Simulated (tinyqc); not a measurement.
Filling against narrowing: heavy doping: band filling, gap narrowing, band tails and the effective intrinsic density. Computed by tinyqc, a small Python program. Command: `OMP_NUM_THREADS=1 python tinyqc.py 3023540 3023541 out.jsonl gapnarrow walk`. One thread of a shared host (Intel(R) Xeon(R) Processor @ 2.30GHz), about 0.03 s of CPU time with the checks.

An n-type crystal above its Mott density, with all dopants ionised: n = N_D - N_A, ionised centres N_I = N_D + N_A. Valleys are taken as spherical with mass m_e.

Inputs (values chosen for the exercise, modelled on CdS):

| quantity | value | unit |
|---|---|---|
| gap E_g | 2.54 | eV |
| electron mass m_e | 0.202 | m_0 |
| valleys M_c | 1 | - |
| hole mass m_h | 0.803 | m_0 |
| dielectric constant eps | 9.03 | - |
| donor density N_D | 7.8e+19 | cm^-3 |
| compensation ratio N_A/N_D | 0.1 | - |
| temperature T | 77 | K |

Conduction band: non-parabolic (Kane).

Constants: a_0 = 0.529177210903 angstrom; Ry = 13.605693123 eV; hbar^2/(2 m_0) = 3.80998212 eV angstrom^2; k_B = 8.617333262e-05 eV/K; e = 1.602176634e-19 C; eps_0 = 8.8541878128e-12 F/m; e^2/(4 pi eps_0) = 14.39964548 eV angstrom.

Method:
- n = N_D (1 - ratio); Ry* = Ry m_e/eps^2, a* = a_0 eps/m_e; r_s = (3/(4 pi n))^(1/3)/a*; k_F = (3 pi^2 n/M_c)^(1/3); Mott density (0.26/a*)^3.
- n = M_c (1/(2 pi^2)) (m_e/(hbar^2/2m_0))^(3/2) int sqrt(E (1 + aE)) (1 + 2 aE) f dE with a = (1 - m_e)^2/E_g, f = 1/(1 + exp((E - E_F)/k_B T)); trapezoid rule in t = sqrt(E/k_B T), step 0.02 up to 12; E_F by bisection from the band edge.
- Screening: q^2 = (e/(eps eps_0)) dn/dE_F. Exchange lowers the conduction band by (1/pi) k_F e^2/(4 pi eps_0 eps) (T = 0 Hartree-Fock at k_F, taken as a rigid shift). Screening raises the valence band by (q/2) e^2/(4 pi eps_0 eps) (static Coulomb hole). The narrowing is the sum; electron correlation and carrier-ion shifts are left out. Root-mean-square potential of randomly placed ions: V_rms = (e^2/(4 pi eps_0 eps)) sqrt(2 pi N_I/q).
- Absorption edge of a direct gap, from the valence band at k_F (T = 0 value) to the Fermi level: E_g - narrowing + E_F + (hbar^2/2m_0) k_F^2/m_h, k_F = (3 pi^2 n)^(1/3); the shift is the edge less E_g. n p/n_i^2 = exp(narrowing/k_B T) x (n/N) exp(-E_F/k_B T), N being the limit of n exp(-E_F/k_B T) far below the edge (taken at E_F = -12 k_B T); apparent narrowing = k_B T ln(n p/n_i^2).
- The compensation ratio is held; the absorption edge is given only for E_F above 2 k_B T.

n = 7.02e+19 cm^-3

Mott density = 1.32772e+18 cm^-3

Against carrier density (energies in meV):

| n (cm^-3) | E_F | narrowing | apparent narrowing | V_rms | shift of the absorption edge |
|---|---|---|---|---|---|
| 7.00e+18 | 64.39 | 75.56 | 32.12 | 48.93 | 5.44 |
| 1.40e+19 | 101.84 | 89.54 | 13.25 | 64.93 | 38.67 |
| 2.80e+19 | 159.76 | 106.57 | -23.05 | 86.05 | 95.07 |
| 4.90e+19 | 228.42 | 123.15 | -71.42 | 107.77 | 166.08 |
| 7.00e+19 | 285.92 | 135.33 | -114.37 | 124.24 | 227.72 |
| 1.10e+20 | 378.37 | 152.91 | -186.24 | 148.49 | 329.71 |
| 1.80e+20 | 510.11 | 175.29 | -292.33 | 179.87 | 479.58 |

Narrowing grows with exponent 0.28 between the last rows (exchange goes as n^(1/3), the Coulomb hole as n^(1/6) in a degenerate parabolic band) and E_F with 0.61 (2/3 for a parabolic band at T = 0, towards 1/3 in a Kane band). The apparent narrowing falls over all rows, since E_F grows faster than the narrowing. Where V_rms is above half of E_F, band tails blur the edge by more than small net shifts. Filling outweighs narrowing at the absorption edge in every degenerate row (a net Burstein-Moss blue shift).
